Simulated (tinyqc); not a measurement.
Trap density from one capacitance.

Question. Traps spread evenly through the insulator exchange electrons with the semiconductor by tunnelling, with tau(x) = t0 exp(2 ka x) at depth x from the interface. The admittance per area Y seen at depth x obeys dY/dx = -Y^2/(i w eps0 eox) + q Nb ln(1 + i w tau)/tau, with Y(0) = i w Cs and w = 2 pi f; the gate sees Y(tox) = G + i w C. Working variable y = Y/(i w), in uF/cm^2. Cox = eps0 eox/tox. Find Nb and G/w.

Inputs (values chosen for the exercise): relative permittivity of the insulator eox = 22.6; insulator thickness tox = 8.4 nm; semiconductor capacitance in accumulation Cs = 0.91 uF/cm^2; decay constant of the wave function in the insulator ka = 5.8 1/nm; time constant of a trap at the interface t0 = 4e-10 s; frequency f = 1e6 Hz.

Constants: q = 1.602176634e-19 C, eps0 = 8.8541878128e-14 F/cm where lengths are in cm. Results are converted to the units shown.

C = 0.75243901 uF/cm^2

Solution. C rises steadily with Nb, so one density matches; in practice ka and t0 must come from the frequency dependence.

Nb = 1.90e19 cm^-3 eV^-1
G/w = 0.0206 uF/cm^2

Numbers from tinyqc (`OMP_NUM_THREADS=1 python tinyqc.py 2202082 2202083 out.jsonl`; about 0.5 s on one thread of a shared Intel Xeon 2.30GHz).
